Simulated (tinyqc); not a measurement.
Valley splitting of a silicon quantum well in envelope theory, step by step. Values are carried at full precision from step to step, so a last printed digit may differ when a step is redone from the rounded ones.

Constants: hbar^2/2m0 = 3.80998211 eV angstrom^2; kB = 8.617333262e-05 eV/K.

Values chosen for the exercise (near those of a strained Si well in SiGe; the results hold for these values, not for the real material): k0 = 0.843 2 pi/a (valley position); a = 5.431 angstrom (lattice constant); ml = 0.924 m0 (mass along z); F = 6.2 mV/nm (field pressing towards the upper interface); w = 1.2 angstrom (interface width parameter); L = 90 angstrom (well width); V0 = 0.2 eV (conduction offset); C0 = 0.254 (Bloch overlap factor); Yb = 0.32 (Ge share of the barrier); Yw = 0 (Ge share of the well); ad = 160 angstrom (dot radius).

## Wave number and lengths

q = 2 k0 (2 pi/a), its wavelength, the field length (c/(ml e F))^(1/3) with c = hbar^2/2m0 and 1 mV/nm = 1e-4 eV/angstrom, and the damping factor y/sinh(y), y = pi q w, of a step smoothed as 1/(1 + exp(z/w)).

q = 1.9506 1/angstrom
wavelength = 3.221 angstrom
field length = 18.8 angstrom
damping factor = 0.00942

## The envelope

The well lies at 0 < z < L; U(z) = V0 [1/(1 + exp(z/w)) + 1/(1 + exp((L - z)/w))] - e F z, 1 mV/nm = 1e-4 eV/angstrom. The envelope psi solves -(c/ml) psi'' + U psi = E psi, c = hbar^2/2m0, by three-point differences on a grid of 0.1 angstrom from -40 to L + 40 angstrom. The two valleys at +/- k0 couple through D = C0 times the integral of exp(-i q z) U(z) psi^2, q = 2 k0 (2 pi/a), and split by Ev = 2|D|.

Two lowest levels, mean position, and psi^2 at both interfaces.

levels (meV): [-30.92, -10.05]

<z> = 64.7 angstrom
psi^2 at z = 0 and L (1/angstrom): [4.02e-06, 0.00257]

The field makes psi^2 at the upper interface 640 times that at the lower one. The orbital spacing is 20.9 meV.

## Contributions to the coupling

Split D into the lower barrier, the upper barrier and the field term.

Parts of D (micro-eV):
```
part            real  imaginary   size
lower barrier  0.001      0.000  0.001
upper barrier  0.764      0.230  0.798
field term     0.006      0.003  0.006
```

## Valley splitting and phase

The inter-valley coupling D is the sum of the complex parts; Ev = 2|D|, the valley phase is arg D, and kB T equals Ev at T = Ev/kB.

Ev = 1.61 micro-eV
phase = 0.29 rad
T = 0.019 K

The upper barrier gives the largest part.

## Alloy disorder

Random alloy: with Y(z) = Yw + (Yb - Yw) B(z), B the bracket in U, and in-plane density exp(-r^2/ad^2)/(pi ad^2), D gains a random complex part of variance sigma^2 = (C0^2/pi)(a^2 V0/(8 ad (Yb - Yw)))^2 (4/a) times the integral of psi^4 Y (1 - Y). Alone it gives a mean splitting sqrt(pi) sigma; together with the smooth part the rms splitting is 2 sqrt(|D|^2 + sigma^2).

Give the integral, sigma, the mean splitting from disorder alone and the rms total.

integral = 7.23e-06 1/angstrom
sigma = 4.8 micro-eV
sqrt(pi) sigma = 8.4 micro-eV
rms splitting = 9.7 micro-eV

|D|/sigma = 0.17: disorder dominates, so the splitting scatters from dot to dot down to zero.

## Checks

- Lowest level for sharp walls and no field against the square well, meV: both 4.1.
- Size of one barrier part in that case against C0 V0 psi(0)^2/sqrt(q^2 + 4 kappa^2), micro-eV: both 11.

Run: tinyqc, `OMP_NUM_THREADS=1 python tinyqc.py 1282164 1282165 out.jsonl`; Intel(R) Xeon(R) Processor @ 2.30GHz, one thread, shared host; about 0.07 s of CPU time with all checks.
